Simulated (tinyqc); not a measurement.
k.p theory built from an empirical-pseudopotential calculation at Gamma: sweeps and comparisons. A value that a table varies takes the place of the one given here.

Empirical pseudopotential on the fcc lattice, atoms at +/- tau, tau = a (1,1,1)/8, no spin-orbit coupling. H(G,G') = c (2 pi/a)^2 |k + G|^2 delta + VS(q) cos(q.tau) + i VA(q) sin(q.tau), q = G - G', c = hbar^2/2m0; k and G in units of 2 pi/a; VS at |q|^2 = 3, 8, 11 and VA at 3, 4, 11, in rydberg, zero elsewhere. The basis is fixed: all 113 G with |G|^2 up to Gcut. Energies are counted from the fourth level at Gamma.

k.p in the lowest n states at Gamma: H_nm = (E_n + c k^2) delta + 2 c k.<n|G|m>, k in 1/angstrom; with all states of the basis it is exact.

Empirical pseudopotential on the fcc lattice, atoms at +/- tau, tau = a (1,1,1)/8, no spin-orbit coupling. H(G,G') = c (2 pi/a)^2 |k + G|^2 delta + VS(q) cos(q.tau) + i VA(q) sin(q.tau), q = G - G', c = hbar^2/2m0; k and G in units of 2 pi/a; VS at |q|^2 = 3, 8, 11 and VA at 3, 4, 11, in rydberg, zero elsewhere. The basis holds all G with |G|^2 up to a cut-off. Energies are counted from the fourth level at Gamma.

For a multiplet A of d_A states, W(B) = (4 c/(3 d_A)) sum over n in A, m in B and i = x, y, z of |<n|G_i|m>|^2 (G in 1/angstrom, <n|G_i|m> = sum_G c_n(G)* G_i c_m(G)); the mean inverse mass of A is 1 + sum_B W(B)/(E_A - E_B). Multiplets with W = 0 are left out.

Valence parameters: D(u) = c + 4 c^2 sum_m <n|u.G|m><m|u.G|n'>/(0 - E_m) on the valence triplet, in units of c, has eigenvalues L, M, M along [100] and (L + 2M + 2N)/3, (L + 2M - N)/3 twice along [111]; g1 = -(L + 2M)/3, g2 = -(L - M)/6, g3 = -N/6.

Constants: hbar^2/2m0 = 3.80998211 eV angstrom^2; Ry = 13.60569312 eV.

Parameters, chosen for this exercise (near those of GaSb; shifted at random, so the results belong to these values and not to a real crystal): a = 6.123 angstrom (lattice constant); VS = (-0.214, -0.001, 0.049) Ry (symmetric form factors); VA = (0.06, 0.049, 0.008) Ry (antisymmetric form factors); Gcut = 20 (2 pi/a)^2 (largest |G|^2 of the fixed basis); VS3 = -0.214 Ry; VS8 = -0.001 Ry; VS11 = 0.049 Ry; VA3 = 0.06 Ry; VA4 = 0.049 Ry; VA11 = 0.008 Ry.

## How many bands a k.p model needs: band 5 from Gamma to X

Band 5 (counted from below) at k = f (1, 0, 0) 2 pi/a; n ends on whole multiplets.

Energies (eV):
```
f      n = 8  n = 15  n = 27  n = 113 (exact)
0.000  0.702   0.702   0.702            0.702
0.125  1.452   1.412   1.411            1.411
0.250  2.597   2.370   2.364            2.363
0.375  3.891   2.995   2.975            2.971
0.500  5.196   2.591   2.550            2.542
0.625  5.908   2.288   2.221            2.210
0.750  6.680   2.116   2.013            1.998
0.875  7.585   2.076   1.929            1.908
1.000  8.626   2.103   1.937            1.900
```

With n = 8 the band stays within 0.05 eV of the exact one up to f = 0.125 (error at X: +6.725 eV). With n = 15 the band stays within 0.05 eV of the exact one up to f = 0.500 (error at X: +0.203 eV). With n = 27 the band stays within 0.05 eV of the exact one over the whole line (error at X: +0.037 eV). A smaller basis can only raise a level. The exact band has its minimum on these points at f = 0.000; n = 8 puts it at f = 0.000.

## Convergence with the plane-wave basis

E_s is the lowest empty singlet, Ep its W to the valence triplet, m its mass.

Results:
```
cut-off  plane waves  E_s (eV)  Ep (eV)  m (m0)    g1    g2    g3
8                 27     0.638    14.75  0.0416  9.06  3.55  4.19
11                51     0.655    15.08  0.0417  8.98  3.62  4.10
12                59     0.695    15.10  0.0442  8.60  3.38  3.91
16                65     0.692    15.12  0.0439  8.66  3.40  3.93
19                89     0.695    15.12  0.0441  8.62  3.38  3.91
20               113     0.702    15.11  0.0446  8.55  3.34  3.88
24               137     0.703    15.11  0.0446  8.54  3.34  3.87
```

Against the last row, E_s errs most, by -0.065 eV, at cut-off 8, and by -0.001 eV in the last row but one. Ep varies by 2.5 % over the table and m by 6.8 %: the mass, near E_s/Ep, inherits the errors of both. Local form factors fix the converged values only roughly. The gap is a difference of two levels, so it need not converge steadily, and here it does not.

## What each form factor does (empirical-pseudopotential levels)

Lowest empty singlet and triplet at Gamma and the valence width there (fixed basis); lowest empty level at X = (1,0,0) and L = (1/2,1/2,1/2) from the valence top, these levels and that top with all |k + G|^2 up to 21. Singlet and triplet count orbital degeneracy. VS3 is VS at |q|^2 = 3, and so on. The row for a keeps the form factors fixed, so it is no model of a real expansion, which changes them too. Each row changes one parameter from the base and keeps the others.

Results:
```
case                singlet (eV)  triplet (eV)  X (eV)  L (eV)  width (eV)
base                       0.702         4.188   1.892   1.477      10.618
a = 6.184 angstrom         0.746         4.209   2.009   1.554      10.401
VS3 = -0.204 Ry            0.715         4.058   1.631   1.369      10.614
VS8 = 0.009 Ry             1.133         4.103   1.914   1.672      10.447
VS11 = 0.059 Ry            1.198         4.350   2.130   1.810      10.387
VA3 = 0.07 Ry              0.829         4.317   2.107   1.587      10.664
VA4 = 0.059 Ry             0.762         4.386   1.897   1.658      10.674
VA11 = 0.018 Ry            0.485         4.174   1.768   1.402      10.724
```

The largest shifts from the base row, up to three for each result and ties (the steps differ in size, so this ranks the rows, not the parameters). singlet (eV): VS11 +0.496, VS8 +0.431, VA11 -0.217. triplet (eV): VA4 +0.197, VS11 +0.161, VS3 -0.130. X (eV): VS3 -0.261, VS11 +0.238, VA3 +0.215. L (eV): VS11 +0.333, VS8 +0.195, VA4 +0.181. width (eV): VS11 -0.230, a -0.216, VS8 -0.171.

(tinyqc, `OMP_NUM_THREADS=1 python tinyqc.py 1081580 1081581 out.jsonl`, Intel(R) Xeon(R) Processor @ 2.30GHz, 1 thread, shared host, about 0.6 s.)
